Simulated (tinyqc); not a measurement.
Inside a calculation. Method: lattice vibrations of a chain. One step of it, computed by the program tinyqc.

Task: Frequencies. omega^2 are the eigenvalues; wavenumber = 521.4708 sqrt(eigenvalue) 1/cm.

D(q) (eV/(angstrom^2 u)):
```
                     1          2                    3
1             0.586521  -0.201716  -0.227438+0.165244i
2            -0.201716   0.406410            -0.229648
3  -0.227438-0.165244i  -0.229648             0.450721
```

Give: eigenvalues; wavenumbers; weights |e|^2 of the mass-weighted modes.

Result:

eigenvalues: 0.010  0.596  0.838

wavenumbers (1/cm): 52.1  402.4  477.4

weights |e|^2 of the mass-weighted modes:
```
        mode 1  mode 2  mode 3
atom 1   0.252   0.178   0.570
atom 2   0.361   0.547   0.092
atom 3   0.387   0.274   0.338
```
